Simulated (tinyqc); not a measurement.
What moves the results: shallow acceptor in the spherical four-band model. A value that a table varies takes the place of the one given here.

The ground state 1S3/2 has an L = 0 part f(r) and an L = 2 part g(r). In units of Ry* and a*, with Gaussians f_i = exp(-a_i r^2), g_i = r^2 exp(-a_i r^2), A = a_i + a_j and I(n) = Gamma((n + 1)/2)/(2 A^((n + 1)/2)): S_ff = I(2), S_gg = I(6), H_ff = (6 a_i a_j/A) I(2) - 2 I(1), H_gg = (14 a_i a_j/A) I(6) - 2 I(5), H_fg = -mu [15 I(2) - 20 a_j I(4) + 4 a_j^2 I(6)]; each function is then normalised. The split-off band is left out.

Converged values use 22 exponents 2.2^i, i = -7 to 14, for f and for g.

Units Ry* = Ry/(g1 eps^2) and a* = a0 eps g1; mu = (6 g3 + 4 g2)/(5 g1) is the spherical heavy-light coupling and delta = (g3 - g2)/g1 the cubic term, which is left out.

Constants: Ry = 13.60569312 eV; a0 (Bohr radius) = 0.5291772105 angstrom.

Values chosen for the exercise (near those of a shallow acceptor in AlAs; shifted at random, so the results belong to these values and not to a real crystal):

| symbol | value | unit | meaning |
|---|---|---|---|
| mus | (0.13, 0.34, 0.5, 0.63, 0.71, 0.83, 0.89) |  | couplings |
| rc | 1.2 | angstrom | radius of the central cell |
| Vs | (2, 0, -0.5, -1.5, -2.5, -3.5) | eV | central-cell strengths |
| g1 | 3.81 |  | Luttinger gamma1 |
| g2 | 0.82 |  | gamma2 |
| g3 | 1.4 |  | gamma3 |
| eps | 10.2 |  | dielectric constant |

## Strength of the heavy-light coupling

Ry* = 34.3238 meV

Converged values in Ry* and a*; the heavy-mass hydrogen model gives 1/(1 - mu).

Results:

| mu | binding (Ry*) | 1/(1 - mu) | ratio | L = 2 weight | <r> (a*) | binding (meV) |
|---|---|---|---|---|---|---|
| 0.13 | 1.015 | 1.149 | 0.883 | 0.007 | 1.481 | 34.9 |
| 0.34 | 1.117 | 1.515 | 0.737 | 0.050 | 1.366 | 38.3 |
| 0.50 | 1.299 | 2.000 | 0.649 | 0.110 | 1.200 | 44.6 |
| 0.63 | 1.588 | 2.703 | 0.588 | 0.178 | 1.005 | 54.5 |
| 0.71 | 1.906 | 3.448 | 0.553 | 0.230 | 0.853 | 65.4 |
| 0.83 | 2.966 | 5.882 | 0.504 | 0.324 | 0.568 | 101.8 |
| 0.89 | 4.370 | 9.091 | 0.481 | 0.378 | 0.395 | 150.0 |

The binding starts as 1 + O(mu^2), 1.015 at mu = 0.13, since the coupling enters in second order, and reaches 4.37 at mu = 0.89. The ratio to the heavy-mass model falls from 0.88 to 0.48, towards about 0.44 as mu goes to 1: the bound hole is only partly heavy. The L = 2 weight grows to 0.38 and the radius shrinks by a factor 3.8.

## Central-cell correction

mu = 0.61312
a* = 20.565 angstrom

A short-range term V exp(-r^2/rc^2) is added (negative: attracts the hole); its elements are V S (A/(A + 1/rc^2))^(3/2) for f and ^(7/2) for g, in the same units.

Results:

| V (eV) | 1S binding (meV) | 2S binding (meV) | <r> (angstrom) | L = 2 weight |
|---|---|---|---|---|
| 2.0 | 50.8 | 14.78 | 22.1 | 0.167 |
| 0.0 | 52.8 | 15.04 | 21.3 | 0.168 |
| -0.5 | 53.4 | 15.12 | 21.0 | 0.169 |
| -1.5 | 54.8 | 15.29 | 20.5 | 0.170 |
| -2.5 | 56.5 | 15.49 | 19.9 | 0.171 |
| -3.5 | 58.6 | 15.74 | 19.2 | 0.172 |

From V = 0 to -3.5 eV the 1S binding grows by 5.8 meV (11 %) and the 2S binding by 0.70 meV, so the chemical shift sits mainly in the ground state. A repulsion of 2 eV removes 2.0 meV. The slope is 2.06 meV per eV over the last step against 1.00 on the repulsive side, since attraction pulls the state into the cell; over this range the level stays shallow.

## What each parameter does

Converged values. Each row changes one parameter from the base and keeps the others.

Results:

| case | mu | Ry* (meV) | binding (meV) | <r> (angstrom) |
|---|---|---|---|---|
| base | 0.613 | 34.32 | 52.80 | 21.3 |
| g1 = 4.11 | 0.568 | 31.82 | 45.40 | 24.5 |
| g2 = 0.7 | 0.588 | 34.32 | 50.54 | 22.1 |
| g3 = 1.29 | 0.578 | 34.32 | 49.76 | 22.4 |
| eps = 9.4 | 0.613 | 40.41 | 62.17 | 19.6 |

The largest shifts from the base row, up to three for each result and ties (the steps differ in size, so this ranks the rows, not the parameters). mu: g1 -0.045, g3 -0.035, g2 -0.025; unchanged at the printed digits by eps. Ry* (meV): eps +6.09, g1 -2.51; unchanged at the printed digits by g2 and g3. binding (meV): eps +9.37, g1 -7.40, g3 -3.04. <r> (angstrom): g1 +3.3, eps -1.7, g3 +1.1. g1 acts twice: it lowers Ry* and it lowers mu.

Run: tinyqc, `OMP_NUM_THREADS=1 python tinyqc.py 1282730 1282731 out.jsonl`; Intel(R) Xeon(R) Processor @ 2.30GHz, one thread, shared host; about 0.05 s of CPU time with all checks.
